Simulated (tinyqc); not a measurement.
Metal-induced gap states at the contact of a metal chain and a two-band chain: sweeps and comparisons. A value that a table varies takes the place of the one given here.

The semiconductor alternates sites A at -Eg/2 and C at +Eg/2 with hopping -t; the gap runs from -Eg/2 to Eg/2. In the gap cosh(q a) = 1 + (Eg^2/4 - E^2)/(2 t^2) and the amplitude changes by -exp(-q a) a period. The metal has site energy 0 and hopping -tm; its end site has g_m = (E - i sqrt(4 tm^2 - E^2))/(2 tm^2). Sites 1, 2, ... count into the semiconductor, with energies e1, e2 alternating. The clean half chain has g1 = 1/(E - e1 - t^2 g2), g2 = 1/(E - e2 - t^2 g1), decaying root. With the contact G11 = 1/(1/g1 - tc^2 g_m), and the density on site j is -Im G_jj/pi = |psi_j/psi_1|^2 (-Im G11/pi), per spin, with psi_2/psi_1 = -t g2, psi_3/psi_2 = -t g1.

Constants: e^2/(4 pi eps0) = 14.39964547 eV angstrom.

Inputs chosen for the exercise (gap and optical dielectric constant near those of Si; the chain itself is a model; shifted at random, so the results belong to these values and not to a real crystal):
- Eg = 1.1 eV (gap)
- t = 3.08 eV (hopping in the semiconductor)
- tm = 2.66 eV (hopping in the metal)
- tc = 1.8 eV (hopping across the contact)
- end = C (site that touches the metal)
- a = 3.84 angstrom (period (two sites); one chain for each area a^2)
- eps = 11.5 (dielectric constant)
- E = 0.42 eV (energy from mid-gap)

## Across the gap

E = f Eg. Share on C: the part of the summed density that lies on C sites, whose orbitals make the conduction edge.

Gap states:

| f | E (eV) | xi = 1/(2q) (angstrom) | D1 (1/eV) | D2 (1/eV) | sum (1/eV) | share on C |
|---|---|---|---|---|---|---|
| -0.48 | -0.528 | 38.40 | 0.0008 | 0.0371 | 0.3982 | 0.021 |
| -0.40 | -0.440 | 17.93 | 0.0041 | 0.0330 | 0.1926 | 0.110 |
| -0.30 | -0.330 | 13.45 | 0.0087 | 0.0303 | 0.1573 | 0.224 |
| -0.15 | -0.165 | 11.28 | 0.0176 | 0.0276 | 0.1566 | 0.390 |
| 0.00 | 0.000 | 10.77 | 0.0302 | 0.0253 | 0.1851 | 0.544 |
| 0.15 | 0.165 | 11.28 | 0.0502 | 0.0228 | 0.2529 | 0.688 |
| 0.30 | 0.330 | 13.45 | 0.0866 | 0.0188 | 0.4242 | 0.822 |
| 0.40 | 0.440 | 17.93 | 0.1344 | 0.0134 | 0.7666 | 0.909 |
| 0.48 | 0.528 | 38.40 | 0.2148 | 0.0042 | 2.3011 | 0.981 |

The decay length xi of the density is shortest at mid-gap, 10.77 angstrom, and grows to 38.4 near the edges. The summed density is least at f = -0.15 (0.1566) and largest at f = 0.48 (2.3011 1/eV). The share on C goes from 0.02 to 0.98 and passes one half near f = -0.043, a point that depends on which site ends the chain. The states turn from valence-like to conduction-like across the gap; the branch point, where the decay is fastest, lies at mid-gap in this symmetric chain and is the usual estimate of the neutrality level.

## Wider gaps pin less

E = 0; Eg is varied and eps follows 1 + (eps0 - 1)(Eg0/Eg), with the given Eg and eps as Eg0 and eps0. xi = 1/(2q), N = 2 (summed density)/a^2, S = 1/(1 + 4 pi e^2 N xi/eps).

Against the gap:

| Eg (eV) | eps | xi (angstrom) | summed density (1/eV) | S | S at fixed eps |
|---|---|---|---|---|---|
| 0.50 | 24.10 | 23.66 | 0.4226 | 0.089 | 0.045 |
| 0.75 | 16.40 | 15.78 | 0.2775 | 0.132 | 0.097 |
| 1.10 | 11.50 | 10.77 | 0.1851 | 0.190 | 0.190 |
| 1.50 | 8.70 | 7.90 | 0.1324 | 0.253 | 0.309 |
| 2.30 | 6.02 | 5.17 | 0.0821 | 0.366 | 0.525 |
| 3.40 | 4.40 | 3.52 | 0.0517 | 0.496 | 0.720 |
| 5.50 | 3.10 | 2.22 | 0.0279 | 0.671 | 0.883 |
| 9.00 | 2.28 | 1.42 | 0.0137 | 0.828 | 0.960 |

From Eg = 0.5 to 9 eV xi falls by a factor 16.7 and the summed density by 30.9, so at fixed eps S rises from 0.04 to 0.96. The weaker screening of wide-gap solids works against this: with it S goes from 0.09 to 0.83.

## Weakening the contact bond

At the given E, tc is varied, as by a thin spacer. xi = 1/(2q), N = 2 (summed density)/a^2, S = 1/(1 + 4 pi e^2 N xi/eps) with xi and eps kept.

Against tc:

| tc (eV) | D1 (1/eV) | summed density (1/eV) | S |
|---|---|---|---|
| 0.10 | 0.00084 | 0.00455 | 0.8609 |
| 0.25 | 0.00521 | 0.02832 | 0.4982 |
| 0.50 | 0.02052 | 0.11161 | 0.2013 |
| 0.80 | 0.04990 | 0.27140 | 0.0939 |
| 1.20 | 0.09429 | 0.51281 | 0.0520 |
| 1.80 | 0.12309 | 0.66944 | 0.0403 |
| 2.50 | 0.10088 | 0.54866 | 0.0488 |
| 3.50 | 0.06217 | 0.33814 | 0.0768 |

For a weak bond the density goes as tc^2 (ratio 6.23 between 0.25 and 0.1 eV, against 6.25). It is largest at tc = 1.8 eV among these rows and falls beyond, as the first site pairs off with the metal. S is 0.861 at 0.1 eV and has its least value, 0.040, in that row.

## What each parameter does

xi = 1/(2q), summed density, and S = 1/(1 + 4 pi e^2 N xi/eps), N = 2 (summed density)/a^2. Each row changes one parameter from the base and keeps the others.

Results:

| case | xi (angstrom) | summed density (1/eV) | S |
|---|---|---|---|
| base | 16.662 | 0.66944 | 0.0403 |
| Eg = 1.21 eV | 13.591 | 0.48755 | 0.0660 |
| t = 3.388 eV | 18.327 | 0.66547 | 0.0370 |
| tm = 2.926 eV | 16.662 | 0.67261 | 0.0401 |
| tc = 1.98 eV | 16.662 | 0.65608 | 0.0411 |
| eps = 12.65 | 16.662 | 0.66944 | 0.0442 |
| end = A | 16.662 | 0.18137 | 0.1342 |

The largest shifts from the base row, up to three for each result and ties (the steps differ in size, so this ranks the rows, not the parameters). xi (angstrom): Eg -3.071, t +1.664; unchanged at the printed digits by tm, tc, eps and end. summed density (1/eV): end -0.48807, Eg -0.18189, tc -0.01336; unchanged at the printed digits by eps. S: end +0.0939, Eg +0.0257, eps +0.0039. The decay length belongs to the semiconductor alone; the metal and the contact set only the amplitude.

Run: tinyqc, `OMP_NUM_THREADS=1 python tinyqc.py 1482709 1482710 out.jsonl`; Intel(R) Xeon(R) Processor @ 2.30GHz, one thread, shared host; about 0.01 s of CPU time with all checks.
